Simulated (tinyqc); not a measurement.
Worked calculation: two electrons on one impurity (helium-like model). Values are carried at full precision from step to step, so a last printed digit may differ when a step is redone from the rounded ones.

Units Ha* = 2 Ry m/eps^2 and a* = a0 eps/m. One electron is bound by Z^2/2. Two electrons in the singlet built from exp(-a r) and exp(-b r): S = 8 (ab)^(3/2)/(a + b)^3, h_aa = a^2/2 - Z a, h_bb alike, h_ab = S (ab/2 - Z (a + b)/2), J = ab (a^2 + 3ab + b^2)/(a + b)^3, K = 20 (ab)^3/(a + b)^5, E = (h_aa + h_bb + 2 S h_ab + J + K)/(1 + S^2). For a = b this is a^2 - 2 Z a + 5a/8. Real double donors are deeper, since the central cell is left out.

Constants: Ry = 13.60569312 eV; a0 (Bohr radius) = 0.5291772105 angstrom.

Values chosen for the exercise (near those of impurities in 3C SiC; the results hold for these values, not for the real material):
```
symbol  value         unit  meaning
m       0.347         m0    one mean mass
eps     9.4                 dielectric constant
Z       3.1                 effective charge (1: D- centre, 2: double donor; other values mimic a central cell)
ab      (3.14, 1.91)  1/a*  trial exponents a, b
```

## Units and equal orbitals

Give Ha*, a*, the best common exponent Z - 5/16, E = -(Z - 5/16)^2, and the binding of the second electron -Z^2/2 - E.

Ha* = 106.862 meV
a* = 14.34 angstrom
exponent = 2.7875
E with equal orbitals = -7.77016 Ha*
binding of the second electron = 316.86 meV

The first electron is bound by 513.5 meV, 1.62 times as much as the second.

## Unequal orbitals

Evaluate the integrals and E.

S, h_aa, h_bb, h_ab, J, K: 0.91235  -4.80420  -4.09695  -4.40554  1.46689  1.31360

E = -7.72736 Ha*

This lies 0.0428 Ha* above the best equal-orbital value -(Z - 5/16)^2.

## The minimum over a and b

Give a, b, E, both binding energies and U, their difference.

a, b (1/a*): 3.405  2.169

E = -7.79614 Ha*

binding of the first and second electron (meV): 513.47  319.64

U = 193.83 meV

Letting one electron stay close and the other roam (decay lengths 4 and 7 angstrom) gains 2.78 meV.

## Checks

- Minimum for Z = 1 against the known -0.51330: both -0.51330.
- Minimum for Z = 2 against the known -2.87566: both -2.87566.

Run: tinyqc, `OMP_NUM_THREADS=1 python tinyqc.py 1281803 1281804 out.jsonl`; Intel(R) Xeon(R) Processor @ 2.30GHz, one thread, shared host; about 0.03 s of CPU time with all checks.
